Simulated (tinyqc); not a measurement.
The solidus: solid solubility of a dopant against its melt (retrograde solidus), clustering and the electrically active fraction. Computed by tinyqc, a small Python program. Command: `OMP_NUM_THREADS=1 python tinyqc.py 3027873 3027874 out.jsonl retro walk`. One thread of a shared host (Intel(R) Xeon(R) Processor @ 2.30GHz), about 0.01 s of CPU time with the checks.

Inputs (values chosen for the exercise, of the order of those of aluminium in silicon for the solubility): melting point of the host T_m = 1687 K; heat of melting of the host H_f = 50.2 kJ/mol; interaction L of the melt = -4 kJ/mol; enthalpy of transfer from melt to solid H = 0.629 eV; entropy of transfer S = -1.52 k_B; site density N0 = 5e+22 1/cm^3.

Constants: R = 8.314462618 J/(mol K); k_B = 8.617333262e-05 eV/K; e = 1.602176634e-19 C; N_A = 6.02214076e+23 1/mol.

Method. x_l and x_s are atom fractions of the dopant in melt and solid; the solid is dilute. Liquidus of the host: R T ln(1 - x_l) + L x_l^2 = -H_f (1 - T/T_m). Distribution: k = x_s/x_l = exp[L (1 - x_l)^2/(R T)] exp(S/k_B - H/(k_B T)), the first factor being the activity coefficient in the melt. Solubility = x_s N0; at T_m x_l = 0. The largest x_s N0 between 900 K and T_m. For an ideal melt with constant heats the maximum has x_l = H_f/(H + H_f), H in the same units.

largest solubility = 2.62279e+19 1/cm^3

temperature of the maximum = 1426.68 K

Against temperature:
```
T (K)      x_l          k  solubility (1/cm^3)  over the maximum
1000   0.87623  0.0001468           6.4304e+18           0.24518
1100   0.80357  0.0002823           1.1342e+19           0.43245
1200   0.71309  0.0004829           1.7218e+19           0.65646
1300   0.60537  0.0007523           2.2770e+19           0.86815
1400   0.48026  0.0010846           2.6044e+19           0.99298
1500   0.33629  0.0014627           2.4595e+19           0.93774
1580   0.20512  0.0017782           1.8237e+19           0.69532
1640   0.09509  0.0020073           9.5432e+18           0.36386
1675   0.02514  0.0021320           2.6796e+18           0.10217
```

What follows from these numbers?

Between the first rows the Arrhenius energy of the solubility is 0.54 eV, against H = 0.629 eV; it shrinks to zero at 1427 K and turns negative beyond. A crystal saturated at the maximum precipitates dopant-rich liquid on cooling and on heating alike. Below a eutectic or compound temperature another phase would set the limit.

Extremes, crossings and ranges named in words are read from the listed rows.
